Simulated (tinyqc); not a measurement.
Doping from two capacitances.

Inverse problem. An abrupt p-n junction obeys 1/C^2 = 2 (Vbi - V)/(q eps0 eps_r Ne), Ne = Na Nd/(Na + Nd), Vbi = Vt ln(Na Nd/ni^2), V the bias of the p side. Nd is known to be the larger doping. Find Ne, Vbi, Na and Nd.

Parameters, values chosen for the exercise:
```
symbol,value,unit,meaning
T,250,K,temperature
eps_r,14.6,,relative permittivity
```

Constants: q = 1.602176634e-19 C, kB = 1.380649e-23 J/K, Vt = kB T/q, eps0 = 8.8541878128e-14 F/cm where lengths are in cm. Results are converted to the units shown.

C at V = -0.4 and -2.8 V (nF/cm^2): [12.138276, 7.7912956]
ni = 1064.6784 cm^-3

Answer. The slope of 1/C^2 against -V gives Ne and its intercept Vbi. Then Na Nd = ni^2 exp(Vbi/Vt) and Na + Nd = Na Nd/Ne, so both are roots of one quadratic.

Ne = 2.39e15 cm^-3
Vbi = 1.28 V
Na = 2.60e15 cm^-3
Nd = 3.00e16 cm^-3

tinyqc, about 0.01 s, one thread, Intel Xeon 2.30GHz (shared host): `OMP_NUM_THREADS=1 python tinyqc.py 2000032 2000033 out.jsonl`
